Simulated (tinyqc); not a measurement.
Avalanche multiplication and breakdown of a junction from ionisation integrals: one step, computed by the program tinyqc. Command: `OMP_NUM_THREADS=1 python tinyqc.py 3018438 3018439 out.jsonl impact walk`. One thread of a shared host (Intel(R) Xeon(R) Processor @ 2.30GHz), about 0.01 s of CPU time with the checks.

Ionisation coefficients follow the local field. Position x runs through the depletion layer from the p side (x = 0), where electrons enter, to the n side (x = w), where holes enter. The built-in voltage is neglected.

Problem. Multiplication and noise. M_n = 1/(1 - I_n), M_p = M_n exp(-Phi(w)); McIntyre excess noise for the carrier with the larger M, F_x = k M + (1 - k)(2 - 1/M), with k = (smaller M - 1)/(larger M - 1).

Junction: one-sided abrupt p+n.

Every 50th point:

| x (micrometre) | F (MV/cm) | alpha_n (1/cm) | alpha_p (1/cm) | Phi | I_n up to x |
|---|---|---|---|---|---|
| 0.00000 | 2.520330 | 5.018873e+02 | 1.540576e+04 | 0.000000 | 0.0000000 |
| 1.53527 | 2.205289 | 7.061066e+01 | 6.472147e+03 | -1.576687 | 0.0746507 |
| 3.07054 | 1.890247 | 5.166809e+00 | 2.036427e+03 | -2.178826 | 0.1000395 |
| 4.60581 | 1.575206 | 1.328358e-01 | 4.034757e+02 | -2.340874 | 0.1022112 |
| 6.14108 | 1.260165 | 5.475889e-04 | 3.558282e+01 | -2.366100 | 0.1022558 |
| 7.67635 | 0.945124 | 5.803459e-08 | 6.217443e-01 | -2.367644 | 0.1022559 |
| 9.21162 | 0.630082 | 6.518557e-16 | 1.898256e-04 | -2.367659 | 0.1022559 |
| 10.74689 | 0.315041 | 9.237300e-40 | 5.402363e-15 | -2.367659 | 0.1022559 |
| 12.28216 | 0.000000 | 0 | 0 | -2.367659 | 0.1022559 |

Give: M_n; M_p; effective k; excess noise factor.

Solution.

M_n = 1.1139

M_p = 11.888

effective k = 0.010461

excess noise factor = 2.0202

Injecting holes gives the larger gain and, at equal gain, the lower noise.
